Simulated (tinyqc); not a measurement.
From results back to parameters: band folding and unfolding in a supercell of a chain. Three cases, with inputs chosen for the exercise.

Problem. A chain with hopping -t and site energies alternating +V, -V has E = -/+ sqrt(V^2 + 4 t^2 cos^2(ka)); the lower state has weight (1 + 2t cos(ka)/|E|)/2 on k and the rest on k + pi/a. The gap at ka = pi/2 and the full spread at k = 0 come from hidden t and V.

Case 1.

values (eV): gap 2.40000, spread at k = 0 3.84187

Case 2.

values (eV): gap 1.20000, spread at k = 0 3.56786

Case 3.

values (eV): gap 1.92000, spread at k = 0 7.06586

Find: V, t; weight of the lowest state on k = 0.

Solution. The gap is 2V and the spread 2 sqrt(V^2 + 4t^2).

Case 1.

V, t (eV): 1.200  0.750

weight of the lowest state on k = 0 = 0.8904

Case 2.

V, t (eV): 0.600  0.840

weight of the lowest state on k = 0 = 0.9709

Case 3.

V, t (eV): 0.960  1.700

weight of the lowest state on k = 0 = 0.9812

Computed by tinyqc, one run a case: `OMP_NUM_THREADS=1 python tinyqc.py N N+1 out.jsonl` with N = 1481056, 1481208, 1481294; one thread of a shared Intel(R) Xeon(R) Processor @ 2.30GHz, about 0.01 s a run at most.
